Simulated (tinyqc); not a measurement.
# Trap density from one capacitance

Inverse problem. Traps spread evenly through the insulator exchange electrons with the semiconductor by tunnelling, with tau(x) = t0 exp(2 ka x) at depth x from the interface. The admittance per area Y seen at depth x obeys dY/dx = -Y^2/(i w eps0 eox) + q Nb ln(1 + i w tau)/tau, with Y(0) = i w Cs and w = 2 pi f; the gate sees Y(tox) = G + i w C. Working variable y = Y/(i w), in uF/cm^2. Cox = eps0 eox/tox. Find Nb and G/w.

Values chosen for this exercise:

| symbol | value | unit | meaning |
|---|---|---|---|
| eox | 4.08 |  | relative permittivity of the insulator |
| tox | 6.9 | nm | insulator thickness |
| Cs | 0.56 | uF/cm^2 | semiconductor capacitance in accumulation |
| ka | 3.5 | 1/nm | decay constant of the wave function in the insulator |
| t0 | 2e-11 | s | time constant of a trap at the interface |
| f | 1000 | Hz | frequency |

Constants: q = 1.602176634e-19 C, eps0 = 8.8541878128e-14 F/cm where lengths are in cm. Results are converted to the units shown.

C = 0.43189751 uF/cm^2

Solution. C rises steadily with Nb, so one density matches; in practice ka and t0 must come from the frequency dependence.

Nb = 2.00e19 cm^-3 eV^-1
G/w = 0.0156 uF/cm^2

tinyqc, about 0.5 s, one thread, Intel Xeon 2.30GHz (shared host): `OMP_NUM_THREADS=1 python tinyqc.py 2202192 2202193 out.jsonl`
